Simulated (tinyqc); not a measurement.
# FinFET, parasitic resistance, capacitance and delay, step by step

Computed by the program tinyqc: `OMP_NUM_THREADS=1 python tinyqc.py 2170094 2170095 out.jsonl`, one thread of a shared Intel Xeon 2.30GHz, about 0.03 s for the whole run. Printed values are rounded.

Nf fins under one contact; each has gated perimeter p = 2 Hf + Wf and cross-section A = Hf Wf; contact width Wc = Nf pf, stack height Hs = Hf. Contact length Lc = CPP - Lg - 2 Lsp, shared by two neighbouring gates. Source and drain sides are equal. The formulas are first-order estimates, not field solutions.

Parameters, values chosen for the exercise; values close to those of silicon logic devices:
```
symbol    value        unit                                  meaning
T           300           K                              temperature
Nf            3                                       number of fins
Hf           60          nm                               fin height
Wf            6          nm                                fin width
pf           34          nm                                fin pitch
CPP          70          nm                     contacted gate pitch
Lg           18          nm                              gate length
Lsp           7          nm                            spacer length
ks          3.3                  relative permittivity of the spacer
Hc           30          nm      gate height above the channel stack
rc       2.5e-9    ohm cm^2                      contact resistivity
re      0.00035      ohm cm  resistivity of the source-drain epitaxy
te           30          nm    current-carrying depth of the epitaxy
rx      0.00052      ohm cm             resistivity of the extension
Lov           2          nm                             gate overlap
Cinv        2.3     uF/cm^2                    inversion capacitance
vx        1.2e7        cm/s                       injection velocity
mu          240  cm^2/(V s)                        apparent mobility
VT          0.3           V          threshold at zero drain voltage
dl        0.064         V/V                         barrier lowering
n          1.14                                  subthreshold factor
Cw         0.15          fF                                wire load
Vdd         0.7           V                           supply voltage
```

Constants: q = 1.602176634e-19 C, kB = 1.380649e-23 J/K, eps0 = 8.8541878128e-12 F/m, Vt = kB T/q. Results are converted to the units shown.

## Geometry and resistances

Epitaxy sheet resistance Rsh = re/te, transfer length LT = sqrt(rc/Rsh), contact Rc = [sqrt(rc Rsh)/Wc] coth(Lc/(2 LT)); extension of one fin Rx = rx Lsp/A. Effective width N p; for equal currents one side has Rc + Rx/N.

Lc = 38 nm
effective width = 378 nm
Rsh = 116.667 ohm
LT = 46.2910 nm
Rc = 136.163 ohm
Rx = 101.111 ohm
one side times effective width = 64.2096 ohm um

Lc/2 is 0.41 transfer lengths, and Rc is 5.6 % above the area limit rc/(Wc Lc/2). The contact makes up 80.2 % of one side.

## Capacitances

With N fins: gate Cg = Cinv p N Lg; per side, plate Cp = ks eps0 [Wc (Hs + Hc) - N A]/Lsp, top fringe Cf = (2/pi) ks eps0 Wc ln(1 + Lg/(2 Lsp)), overlap Co = Cinv p N Lov. Cs = Cp + Cf + Co. An inverter of two such devices driving an equal one has the load CL = 2 (Cg + 2 Cs) + 4 Cs + Cw (its own drains counted twice for the Miller effect).

Cg = 156.492 aF
Cp = 33.8103 aF
Cf = 1.56848 aF
Co = 17.3880 aF
CL = 885.119 aF

The channel capacitance gives 35.4 % of CL, the parasitic parts 47.7 % and the wire 16.9 %.

## Iteration 1: fin currents at Vgs = Vdd, Vds = Vdd/2

I at the start (uA): fin 1 0, fin 2 0, fin 3 0

One fin: I = p Q vx u/(1 + |u|^1.8)^(1/1.8), Q = Cinv n Vt ln(1 + exp((Vg' - VT + dl Vd')/(n Vt))), u = Vd' mu/(vx Lg), Vg' = Vgs - v, Vd' = Vds - 2 v, with the drop on each side v = Rc (sum of I) + Rx I. I(new) = I(out).

drop v (mV): fin 1 0, fin 2 0, fin 3 0
I(out) (uA): fin 1 140.259, fin 2 140.259, fin 3 140.259
I after iteration 1 (uA): fin 1 140.259, fin 2 140.259, fin 3 140.259

## Iteration 2: fin currents at Vgs = Vdd, Vds = Vdd/2

As before.

drop v (mV): fin 1 71.4758, fin 2 71.4758, fin 3 71.4758
I(out) (uA): fin 1 106.270, fin 2 106.270, fin 3 106.270
I after iteration 2 (uA): fin 1 106.270, fin 2 106.270, fin 3 106.270

## Course of the iteration: fin currents at Vgs = Vdd, Vds = Vdd/2

Stop when the largest change of I is below 1e-6 uA, or after 80 iterations.

Course of the iteration:
```
iteration  total I (uA)  largest |change| of one entry (uA)
1               420.776                                 140
2               318.809                                34.0
3               345.636                                8.94
4               338.775                                2.29
5               340.542                               0.589
6               340.087                               0.151
7               340.204                              0.0389
8               340.174                              0.0100
9               340.182                             2.57e-3
10              340.180                             6.62e-4
11              340.180                             1.70e-4
12              340.180                             4.38e-5
13              340.180                             1.13e-5
14              340.180                             2.89e-6
15              340.180                             7.44e-7
```

Converged in 15 iterations. At the end each change is about 0.26 times the one before: linear convergence.

## Effective current, delay and energy

IH = I(Vdd, Vdd/2) = 340.180 uA
IL = I(Vdd/2, Vdd), solved likewise = 83.1047 uA

Ieff = (IH + IL)/2, delay CL Vdd/(2 Ieff), energy CL Vdd^2, with CL the load of an inverter that drives an equal one.

Ieff = 211.643 uA
delay = 1.46375 ps
energy = 433.708 aJ

Without any series resistance Ieff would be 260 uA, so the resistances cost 18.5 %.
